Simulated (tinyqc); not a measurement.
Comparisons within one model: six-band Luttinger-Kohn model with strain. A value that a table varies takes the place of the one given here.

Six-band Luttinger-Kohn model in the basis |3/2,3/2>, |3/2,1/2>, |3/2,-1/2>, |3/2,-3/2>, |1/2,1/2>, |1/2,-1/2>, electron energies, zero at the top of the unstrained valence band. H = -[rows: (P+Q, -S, R, 0, -S/r2, r2 R); (-S*, P-Q, 0, R, -r2 Q, r32 S); (R*, 0, P-Q, S, r32 S*, r2 Q); (0, R*, S*, P+Q, -r2 R*, -S*/r2); (-S*/r2, -r2 Q, r32 S, -r2 R, P+Dso, 0); (r2 R*, r32 S*, r2 Q, -S/r2, 0, P+Dso)], r2 = sqrt(2), r32 = sqrt(3/2). Levels are twofold.

P = c g1 k^2 - av tr(e); Q = c g2 (kx^2 + ky^2 - 2 kz^2) - (b/2)(exx + eyy - 2 ezz); R = c sqrt3 [-g2 (kx^2 - ky^2) + 2i g3 kx ky] + (sqrt3/2) b (exx - eyy) - i d exy; S = 2 c sqrt3 g3 (kx - i ky) kz - d (exz - i eyz); c = hbar^2/2m0, e the strain tensor (not engineering shear).

s11 = (C11 + C12)/((C11 - C12)(C11 + 2 C12)), s12 = -C12/((C11 - C12)(C11 + 2 C12)), s44 = 1/C44; exx = s11 sxx + s12 (syy + szz) and cyclic, exy = s44 sxy/2; tension is positive. A uniaxial stress X along the unit vector n is s_ij = X n_i n_j.

Constants: hbar^2/2m0 = 3.80998211 eV angstrom^2.

Inputs chosen for the exercise (near those of Ge; shifted at random, so the results belong to these values and not to a real crystal): Dso = 0.291 eV (spin-orbit splitting); g1 = 13.37 (Luttinger gamma1); g2 = 4.24 (gamma2); g3 = 5.7 (gamma3); av = 1.23 eV (valence hydrostatic potential); b = -2.56 eV (tetragonal shear potential); d = -5.3 eV (trigonal shear potential); C11 = 128.3 GPa; C12 = 48.5 GPa; C44 = 66.9 GPa; load = uniaxial [110] (kind of stress); X1 = 0.9 GPa (size of the stress); E_h = 60 meV (hole energy below the top); X = 2.27 GPa (stress).

## Sweep of a uniaxial [110] stress

Edges at k = 0 and curvature masses of the top pair along [110] and [001] (step 0.0002 1/angstrom); at zero stress the top is fourfold and has no single curvature.

Edges and masses:
```
X (GPa),top (eV),second (eV),third (eV),splitting (meV),m [110],m [001]
-2.10,0.0572,-0.0639,-0.3187,121.1,0.034,0.155
-1.40,0.0353,-0.0428,-0.3064,78.1,0.036,0.145
-0.70,0.0160,-0.0215,-0.2969,37.5,0.038,0.135
0.00,0.0000,0.0000,-0.2910,0.0,-,-
0.70,0.0218,-0.0118,-0.2895,33.6,0.319,0.052
1.40,0.0438,-0.0190,-0.2929,62.8,0.309,0.050
2.10,0.0660,-0.0214,-0.3013,87.4,0.300,0.049
```

How do the results move?

The splitting reaches 121.1 meV under compression and 87.4 meV under the same tension; linear shear terms alone would make the two equal, and the difference comes from the coupling to the split-off band. At the ends of the sweep the top pair has a mass along [110] of 0.034 under compression and 0.300 under tension, so compression gives the lighter holes along [110]; along [001] it has 0.155 and 0.049. The top edge itself moves by +57 and +66 meV.

## Which stress helps holes along [110]

Each load has size X1 (biaxial: sxx = syy); masses are curvatures of the top pair at k = 0.

Results:
```
load,splitting (meV),top edge (meV),m [110],m [001]
"uniaxial [110], compression",48.8,21.2,0.037,0.138
"uniaxial [110], tension",42.4,28.0,0.316,0.051
"uniaxial [100], compression",62.9,29.1,0.062,0.130
"uniaxial [100], tension",51.5,33.8,0.089,0.057
"uniaxial [111], compression",43.9,18.4,0.049,0.075
"uniaxial [111], tension",38.1,25.5,0.130,0.075
"biaxial (001), compression",51.5,19.0,0.057,0.204
"biaxial (001), tension",62.9,43.8,0.130,0.041
```

How do the results move?

The lightest mass along [110] (0.037) comes with uniaxial [110], compression. The largest splitting (62.9 meV) comes with uniaxial [100], compression; biaxial (001), tension. The heaviest mass along [001] (0.204), which lowers the confinement energy in a (001) channel, comes with biaxial (001), compression. The splitting per GPa follows b (s11 - s12) for loads along cube axes and d s44 for [111]: here 2 |b| (s11 - s12) = 64.2 and |d| s44/sqrt3 = 45.7 meV per GPa in the limit of large Dso; where the splitting nears Dso, mixing with the split-off band makes it depend on the sign of the load.

## Warping of the constant-energy contours (six-band Luttinger-Kohn model)

No strain (e = 0). In the plane kz = 0, |k| where the top and second pairs lie E_h below the top, against the angle from [100]; m = c k^2/E_h.

Contours:
```
angle (degrees),k top (1/angstrom),k second (1/angstrom),m top (m0),m second (m0)
0,0.0567,0.0279,0.204,0.049
9,0.0582,0.0278,0.215,0.049
18,0.0628,0.0275,0.251,0.048
27,0.0709,0.0272,0.319,0.047
36,0.0822,0.0269,0.429,0.046
45,0.0895,0.0269,0.509,0.046
```

What can be read from the table?

The heavy contour reaches 1.577 times as far along [110] as along [100], the light one 0.964 times. The warping follows g3 - g2 = 1.46 and would vanish for g2 = g3. Along [100] the heavy mass is 1/(g1 - 2 g2) = 0.204 at any energy, while the light one is 0.0493, against 1/(g1 + 2 g2) = 0.0458 at the edge, for E_h/Dso = 0.21.

## What each parameter does

Edges at k = 0 under a uniaxial [110] stress X and the curvature mass of the top pair along [110] (step 0.0002 1/angstrom). Each row changes one parameter from the base and keeps the others.

Results:
```
case,top (eV),second (eV),third (eV),mass (m0)
base,0.0715,-0.0212,-0.3041,0.298
b = -3.072 eV,0.0785,-0.0245,-0.3078,0.262
g1 = 16.044,0.0715,-0.0212,-0.3041,0.166
g3 = 4.56,0.0715,-0.0212,-0.3041,0.216
Dso = 0.349 eV,0.0713,-0.0254,-0.3577,0.303
g2 = 5.088,0.0715,-0.0212,-0.3041,0.380
C44 = 53.52 GPa,0.0795,-0.0201,-0.3132,0.343
d = -4.24 eV,0.0662,-0.0221,-0.2979,0.261
```

How do the results move?

The largest shifts from the base row, up to three for each result and ties (the steps differ in size, so this ranks the rows, not the parameters). top (eV): C44 +0.0081, b +0.0070, d -0.0053; unchanged at the printed digits by g1, g3 and g2. second (eV): Dso -0.0041, b -0.0032, C44 +0.0011; unchanged at the printed digits by g1, g3 and g2. third (eV): Dso -0.0537, C44 -0.0092, d +0.0061; unchanged at the printed digits by g1, g3 and g2. mass (m0): g1 -0.132, g2 +0.083, g3 -0.082. The Luttinger parameters multiply k^2 and cannot move the edges; av shifts all edges alike and leaves the mass.

Computed by tinyqc, a small Python program: `OMP_NUM_THREADS=1 python tinyqc.py 1080046 1080047 out.jsonl` (the numbers bound the seed that draws the inputs); one thread of a shared host (Intel(R) Xeon(R) Processor @ 2.30GHz), about 0.08 s for the whole set of steps.
